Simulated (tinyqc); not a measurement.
# Zener tunnelling in a reverse-biased junction, two-band WKB, step by step

Program tinyqc, `OMP_NUM_THREADS=1 python tinyqc.py 2620121 2620122 out.jsonl`; Intel Xeon 2.30GHz, shared host, one thread, about 0.02 s. Printed values are rounded.

Abrupt p-n junction, depletion approximation. Energies E are counted from the conduction-band edge of the neutral n side; its Fermi level lies at dn, that of the p side at dn - V, and the valence-band edge of the neutral p side at Em = dn + dp - V. Tunnelling needs 0 < E < Em. Two-band dispersion with equal masses m: inside the gap kappa = sqrt(m u (1 - u/Eg)/C), u the distance from a band edge, C = hbar^2/(2 m0).

Values chosen for this exercise; band and dielectric values close to those of indium phosphide:
```
symbol    value   unit                                     meaning
T           300      K                                 temperature
Eg         1.36     eV                                    band gap
eps_r      12.7                              relative permittivity
Nc       5.7e17  cm^-3  conduction-band density of states at 300 K
Nv      1.11e19  cm^-3     valence-band density of states at 300 K
m         0.082     m0        band-edge mass of the two-band model
Na       1.6e19  cm^-3                            acceptor density
Nd       1.8e18  cm^-3                               donor density
V         -0.55      V                          bias of the p side
nE           11                          points of the energy grid
```

Constants: q = 1.602176634e-19 C, kB = 1.380649e-23 J/K, hbar = 1.054571817e-34 J s, h = 6.62607015e-34 J s, m0 = 9.1093837015e-31 kg, Vt = kB T/q, eps0 = 8.8541878128e-14 F/cm where lengths are in cm, hbar^2/(2 m0) = 0.0380998212 eV nm^2. Results are converted to the units shown.

Range of the model: Parabolic densities of states, no band tails and no gap narrowing, all of which matter at such doping.

## Fermi levels and built-in voltage

Nd = Nc F12(dn/Vt), Na = Nv F12(dp/Vt), F12(x) = (2/sqrt(pi)) int_0^infinity sqrt(u)/(1 + exp(u - x)) du; dn = EF - Ec on the n side, dp = Ev - EF on the p side (negative outside the bands); Vbi = Eg + dn + dp.

dn = 0.0574248 eV
dp = 0.0223726 eV
Vbi = 1.43980 V

Boltzmann statistics would give dn = 0.0297 eV and dp = 0.00945 eV. At zero bias the bands of the two sides overlap by dn + dp.

## Width, field and exponent

W = sqrt(2 eps0 eps_r (Vbi - V)(1/Na + 1/Nd)/q), mean field F = (Vbi - V)/W, peak field 2 F. In a uniform field F the exponent is S = pi sqrt(m/C) Eg^1.5/(4 F). Transverse energy Et = C kt^2/m raises it to S (1 + 4 Et/Eg), so T = exp(-S) exp(-Et/Eb) with Eb = Eg/(4 S). KJ = (2 q^2/h) m/(4 pi C) (times 1e14 for A/cm^2 per eV^2).

W = 41.5484 nm
mean field = 0.478911 MV/cm
S = 38.1583
exp(-S) = 2.67953e-17
Eb = 8.91025 meV
tunnelling length Eg/F = 28.3978 nm

## Current density on a coarse grid

J = KJ exp(-S) Eb times the integral from 0 to Em of [f(E - dn) - f(E - dn + V)] [1 - exp(-min(E, Em - E)/Eb)] dE, f(x) = 1/(1 + exp(x/Vt)), with S and Eb from the mean field; J > 0 flows from p to n. KJ = (2 q^2/h) m/(4 pi C) (times 1e14 for A/cm^2 per eV^2). Simpson's rule on nE equally spaced points from 0 to Em.

```
point    E (eV)  difference of the f  transverse factor
0      0.000000            -0.097855            0.00000
1      0.062980            -0.553513            0.99915
2      0.125959            -0.934075            1.00000
3      0.188939            -0.993863            1.00000
4      0.251919            -0.999459            1.00000
5      0.314899            -0.999941            1.00000
6      0.377878            -0.999857            1.00000
7      0.440858            -0.998411            1.00000
8      0.503838            -0.982136            1.00000
9      0.566818            -0.827891            0.99915
10     0.629797            -0.296210            0.00000
```

integral = -0.531566 eV
KJ = 1.32701e9 A/(cm^2 eV^2)
J = -1.68416e-10 A/cm^2

A converged quadrature gives -1.691e-10 A/cm^2; this grid is 0.40 % below that in size.
